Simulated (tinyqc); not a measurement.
The best anneal temperature for the time t: solubility, supersaturation, precipitation and gettering of an impurity in a silicon-like host. Computed by tinyqc, a small Python program. Command: `OMP_NUM_THREADS=1 python tinyqc.py 3004414 3004415 out.jsonl ripen walk`. One thread of a shared host (Intel(R) Xeon(R) Processor @ 2.30GHz), about 0.01 s of CPU time with the checks.

The wafer was saturated at T1 and is then held at T.

Inputs (values chosen for the exercise, modelled on gold in silicon): site density N0 = 5e+22 1/cm^3; enthalpy of solution H = 2 eV; entropy of solution S = 2.6 k_B; diffusion prefactor D0 = 0.00022 cm^2/s; migration energy Q = 1.15 eV; temperature of saturation T1 = 1375 K; anneal temperature T = 891 K; sink density n = 8.1e+07 1/cm^3; initial sink radius r0 = 7.2 nm; impurity density in the precipitate C_p = 3.2e+22 1/cm^3; interface energy gamma = 0.43 J/m^2; anneal time t = 790000 s.

Constants: k_B = 8.617333262e-05 eV/K; k_B = 1.380649e-23 J/K.

Method:
- C_eq(T) = N0 exp(S/k_B - H/(k_B T)); D(T) = D0 exp(-Q/(k_B T)); C0 = C_eq(T1). Supersaturation s = C0/C_eq(T); critical radius r* = 2 gamma/(C_p k_B T ln s); barrier W* = (4 pi/3) gamma r*^2. Strain energy is left out.
- r_f = [r0^3 + 3 (C0 - C_eq)/(4 pi n C_p)]^(1/3), tau_f = 1/(4 pi n r_f D).
- Growing sinks: with y = r/r_f and y0 = r0/r_f, dy/dt = (1 - y^3)/(3 tau_f y), which integrates to t/tau_f = F(y) - F(y0), F(y) = (1/2) ln[(1 + y + y^2)/(1 - y)^2] - sqrt(3) arctan[(2y + 1)/sqrt(3)]; the share of the excess left is (1 - y^3)/(1 - y0^3), and C(t) = C_eq + (C0 - C_eq) x share.

C0 = 3.14448e+16 1/cm^3

Dissolved share after t:
```
T (K)     C_eq/C0   tau_f (s)  C(t)/C0
619    1.1142e-09  7.2277e+08  0.99994
715    1.7112e-07  3.9981e+07  0.99816
825    1.2970e-05  3.3195e+06  0.93783
935    3.5507e-04  4.9503e+05  0.36812
1045   4.8426e-03  1.1035e+05  0.00646
1155   4.0151e-02  3.3099e+04  0.04015
1251   1.8767e-01  1.4418e+04  0.18767
1320   4.9495e-01  9.6718e+03  0.49495
```

What does the comparison show, and why?

The lowest dissolved share among these rows is 0.0065 at 1045 K. Above it solubility sets the floor; below it diffusion is too slow for this time. Solubility falls with H = 2 eV and diffusion with Q = 1.15 eV. Caution: the barrier to homogeneous nucleation is below 35 k_B T for these inputs, so new precipitates would form and outnumber the fixed sinks assumed here.

Extremes, crossings and ranges named in words are read from the listed rows.
